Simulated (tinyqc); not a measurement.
What each parameter does: ellipsoidal valleys in the axes of a wafer and a channel.

Valleys with axes a along x, y and z, two valleys each; inverse mass tensor w = 1/mt + (1/ml - 1/mt) a a. Device axes: z = nz/|nz|, x = nx/|nx|, y = z cross x; in them a = (ax, ay, az). Confinement mass mz = 1/w_zz. In the plane w_ij is replaced by u_ij = w_ij - w_iz w_jz/w_zz (i, j = x, y); density-of-states mass md = 1/sqrt(det u); conductivity mass along x mc = 1/u_xx; ballistic transport mass mx = u_yy/det u, width mass my = 1/u_yy.

Hard walls: E_n = c (n pi/t)^2/mz, c = hbar^2/2m0, n = 1, 2, 3. Non-degenerate share of a valley proportional to md sum_n exp(-E_n/kT); mean 1/mc = sum of share/mc. 1 nm = 10 angstrom.

Constants: hbar^2/2m0 = 3.80998211 eV angstrom^2; kB = 8.617333262e-05 eV/K.

Values chosen for the exercise (near those of the Delta valleys of Si; not measured data): ml = 0.909 m0 (longitudinal mass); mt = 0.188 m0 (transverse mass); nz = (1, 1, 0) (surface normal (confinement)); nx = (0, 0, 1) (channel direction); t = 7.1 nm (thickness of the film); T = 300 K (temperature).

Lowest E1, its share and the mean conductivity mass.

One parameter was then changed.

Results before and after:
```
case     lowest E1 (meV)   share  mean mc (m0)
base               23.94  0.7503        0.2344
changed            26.17  0.7628        0.2094
```

Which of these changes was made? (a) T = 330 K; (b) t = 6.39 nm; (c) ml = 0.818 m0; (d) mt = 0.169 m0.
Answer: (d) mt = 0.169 m0. Of the candidates, run in turn, only this one gives the changed row.

All candidates:
```
case           lowest E1 (meV)   share  mean mc (m0)
base                     23.94  0.7503        0.2344
ml = 0.818 m0            24.40  0.7482        0.2332
mt = 0.169 m0            26.17  0.7628        0.2094
t = 6.39 nm              29.56  0.7722        0.2295
T = 330 K                23.94  0.7421        0.2363
```

Computed by tinyqc, a small Python program: `OMP_NUM_THREADS=1 python tinyqc.py 1880437 1880438 out.jsonl` (the numbers bound the seed that draws the inputs); one thread of a shared host (Intel(R) Xeon(R) Processor @ 2.30GHz), about 0.01 s for the whole set of steps.
